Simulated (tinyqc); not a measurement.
CMOS inverter, nodal equation and switching: effect of the temperature.

An n-channel pull-down (bn, VTn) and a p-channel pull-up (bp, VTp) share the input Vin and the output node Vout, which carries the load C. Transistor (EKV form, voltages against the body): I = 2 n b Vt^2 [F(vp - Vs) - F(vp - Vd)] from drain to source, F(v) = ln^2(1 + exp(v/(2 Vt))), vp = (Vg - VT + sg |Vd - Vs|)/n. n-channel bodies are at 0; for the p-channel device all voltages are counted down from Vdd. b in uA/V^2 gives I in uA. Static: In = Ip. Transient: C dVout/dt = Ip - In. No velocity saturation, no gate capacitance beyond C.

VM solves In = Ip with Vin = Vout; VIL and VIH are the inputs of gain -1, NML = VIL - Vout(VIH), NMH = Vout(VIL) - VIH. For a step input the delay to Vdd/2 is tHL = C times the integral of dV/(In - Ip) from Vdd/2 to Vdd at Vin = Vdd, and tLH likewise with Ip - In from 0 to Vdd/2 at Vin = 0. Thresholds, gain factors and n are held fixed.

Parameters, values chosen for the exercise:
- Vdd = 0.75 V (supply voltage)
- n = 1.29 (slope factor)
- sg = 0.036 (drain-induced barrier lowering)
- VTn = 0.25 V (n-channel threshold)
- VTp = 0.31 V (p-channel threshold (magnitude))
- bn = 470 uA/V^2 (gain factor of the pull-down transistor)
- bp = 140 uA/V^2 (gain factor of the pull-up transistor)
- C = 0.47 fF (load capacitance)

Constants: q = 1.602176634e-19 C, kB = 1.380649e-23 J/K, Vt = kB T/q. Results are converted to the units shown.

Effect of the temperature:
```
T (K)  VM (V)  gain at VM  NML (V)  NMH (V)  tHL (ps)  tLH (ps)
220    0.3096      -27.78   0.2370   0.3802     3.578     15.34
250    0.3077      -27.77   0.2324   0.3787     3.579     15.34
280    0.3056      -27.76   0.2275   0.3774     3.579     15.34
310    0.3034      -27.73   0.2222   0.3761     3.580     15.34
340    0.3012      -27.65   0.2167   0.3748     3.581     15.34
370    0.2988      -27.50   0.2110   0.3736     3.582     15.33
400    0.2965      -27.24   0.2051   0.3724     3.582     15.33
430    0.2940      -26.83   0.1991   0.3712     3.582     15.32
```

As T goes from 220 to 430 K, VM falls from 0.310 to 0.294 V, the size of the gain falls from 27.8 to 26.8, tHL stays near 3.58 ps and tLH stays near 15.3 ps. The smaller margin is largest, 0.237 V, at T = 220 K among the rows.

Computed by the program tinyqc: `OMP_NUM_THREADS=1 python tinyqc.py 2340099 2340100 out.jsonl`, one thread of a shared Intel Xeon 2.30GHz, about 0.04 s for the whole run.
